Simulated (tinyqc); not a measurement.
Avalanche multiplication and breakdown of a junction from ionisation integrals: one step, computed by the program tinyqc.

Ionisation coefficients follow the local field. Position x runs through the depletion layer from the p side (x = 0), where electrons enter, to the n side (x = w), where holes enter. The built-in voltage is neglected.

Question. Multiplication and noise. M_n = 1/(1 - I_n), M_p = M_n exp(-Phi(w)); McIntyre excess noise for the carrier with the larger M, F_x = k M + (1 - k)(2 - 1/M), with k = (smaller M - 1)/(larger M - 1).

Junction: linearly graded.

Every 50th point:

| x (micrometre) | F (MV/cm) | alpha_n (1/cm) | alpha_p (1/cm) | Phi | I_n up to x |
|---|---|---|---|---|---|
| 0.000000 | 0.0000000 | 0 | 0 | 0 | 0 |
| 0.617386 | 0.1197661 | 6.389420e-03 | 3.240041e-04 | 1.327588e-08 | 1.388311e-08 |
| 1.234773 | 0.2053134 | 2.803624e+02 | 1.043577e+02 | 2.279198e-03 | 3.371308e-03 |
| 1.852159 | 0.2566417 | 2.426350e+03 | 1.350639e+03 | 3.968081e-02 | 7.735451e-02 |
| 2.469545 | 0.2737512 | 3.916581e+03 | 2.383819e+03 | 1.247251e-01 | 2.700426e-01 |
| 3.086932 | 0.2566417 | 2.426350e+03 | 1.350639e+03 | 2.097694e-01 | 4.473178e-01 |
| 3.704318 | 0.2053134 | 2.803624e+02 | 1.043577e+02 | 2.471711e-01 | 5.075473e-01 |
| 4.321705 | 0.1197661 | 6.389420e-03 | 3.240041e-04 | 2.494502e-01 | 5.101805e-01 |
| 4.939091 | 0.0000000 | 0 | 0 | 2.494502e-01 | 5.101805e-01 |

Give: M_n; M_p; effective k; excess noise factor.

Answer.

M_n = 2.042

M_p = 1.591

effective k = 0.5673

excess noise factor = 1.812

Injecting electrons gives the larger gain and, at equal gain, the lower noise.
